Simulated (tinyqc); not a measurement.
Bond length: bond-orbital model of a tetrahedral semiconductor (Harrison's universal couplings).

Hybrid level eh = (es + 3 ep)/4; metallic energy V1 = (ep - es)/4 for each atom; covalent energy V2 = 3.22 hbar^2/(m d^2); polar energy V3 = (ehc - eha)/2; hbar^2/m = 2c, c = hbar^2/2m0. Polarity ap = V3/sqrt(V2^2 + V3^2), covalency ac = V2/sqrt(V2^2 + V3^2). p-p coupling at Gamma Exx = (4/3)(2.22 - 2 x 0.63) hbar^2/(m d^2) = 1.28 hbar^2/(m d^2), s-s coupling Ess = 4 x 1.32 hbar^2/(m d^2).

Constants: hbar^2/2m0 = 3.80998211 eV angstrom^2.

Values chosen for the exercise (near tabulated values for Si; the model gives trends, and its gaps can be far from the real ones; the results hold for these values, not for the real material):
- esc = -14.97 eV (s level, cation)
- epc = -7.64 eV (p level, cation)
- esa = -14.97 eV (s level, anion)
- epa = -7.64 eV (p level, anion)
- d = 2.34 angstrom (bond length)
- Z = 4 (valence electrons of the anion)

d is scaled; levels stay. E0 is the s-like conduction level less Ev at Gamma (Ess = 5.28 u, Exx = 1.28 u); Z* = 4 ap - (Z - 4).

Against d:
```
d/d0  V2 (eV)      ap     Z*  Ev (eV)  E0 (eV)
0.94    5.071  0.0000  0.000   -9.656    3.002
0.96    4.862  0.0000  0.000   -9.573    2.576
0.98    4.666  0.0000  0.000   -9.495    2.175
0.99    4.572  0.0000  0.000   -9.457    1.984
1.00    4.481  0.0000  0.000   -9.421    1.799
1.01    4.393  0.0000  0.000   -9.386    1.619
1.02    4.307  0.0000  0.000   -9.352    1.445
1.04    4.143  0.0000  0.000   -9.287    1.110
```

How do the results move, and what explains it?

Compression raises V2 and E0: dE0/d ln(volume) = -6.09 eV, of which the valence band gives -1.19. The bond stays non-polar.

(tinyqc, `OMP_NUM_THREADS=1 python tinyqc.py 1452778 1452779 out.jsonl`, Intel(R) Xeon(R) Processor @ 2.30GHz, 1 thread, shared host, about 0.01 s.)
